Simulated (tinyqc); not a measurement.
# Worked calculation: absorption edge of a degenerate semiconductor, band filling against gap narrowing

Computed by the program tinyqc: `OMP_NUM_THREADS=1 python tinyqc.py 2330158 2330159 out.jsonl`, one thread of a shared Intel Xeon 2.30GHz, about 0.01 s for the whole run. Printed values are rounded.

n-type, parabolic bands, full ionisation. eta = (EF - Ec)/kB T solves N = Nc F12(eta), F12(x) = (2/sqrt(pi)) int_0^infinity sqrt(u)/(1 + exp(u - x)) du. The gap shrinks rigidly by dEg = a3 y^(1/3) + a4 y^(1/4) + a2 y^(1/2), y = N/1e18 cm^-3, an empirical law that is here taken as the true narrowing.

Parameters, values chosen for the exercise; band and dielectric values close to those of indium arsenide:
```
symbol,value,unit,meaning
T,250,K,temperature
Eg,0.345,eV,band gap
Nc,6.53e16,cm^-3,"conduction-band density of states at 250 K, from me"
me,0.0227,m0,electron mass
mh,0.417,m0,hole mass
N,3e16,cm^-3,ionised donor density
a3,18.1,meV,coefficient of (N/1e18)^(1/3)
a4,9.3,meV,coefficient of (N/1e18)^(1/4)
a2,4.1,meV,coefficient of (N/1e18)^(1/2)
```

Constants: q = 1.602176634e-19 C, kB = 1.380649e-23 J/K, h = 6.62607015e-34 J s, c = 299792458 m/s, Vt = kB T/q. Results are converted to the units shown.

Range of the model: Band tails, non-parabolic bands and incomplete ionisation are left out.

## Iteration 1: Fermi level

eta at the start (Boltzmann value) = -0.7778

Newton step on ln F12(eta) = ln(N/Nc): eta(new) = eta - ln(Nc F12/N) F12/Fm, Fm(x) = dF12/dx = (1/sqrt(pi)) int_0^infinity u^(-1/2)/(1 + exp(u - x)) du.

F12 = 0.3992469
Fm = 0.3503380
eta after iteration 1 = -0.6178214

## Course of the iteration

Stop when eta changes by less than 1e-9.

Course of the iteration:
```
iteration         eta   change
1          -0.6178214    0.160
2          -0.6163966  1.42e-3
3          -0.6163964  1.19e-7
4          -0.6163964  < 1e-13
```

Converged in 4 iterations.

## The optical edge

converged eta = -0.6163964

Vertical transitions need an empty final state: the edge is taken where the state lies 4 kB T below EF, E_opt = Eg - dEg + (1 + me/mh) max(eta - 4, 0) kB T; wavelength h c/(q E_opt).

dEg = 10.20470 meV
EF - Ec = -13.27923 meV
filling shift = 0 meV
E_opt = 0.3347953 eV
wavelength = 3703.284 nm

The edge lies 10.2 meV below the undoped gap: narrowing outweighs filling.
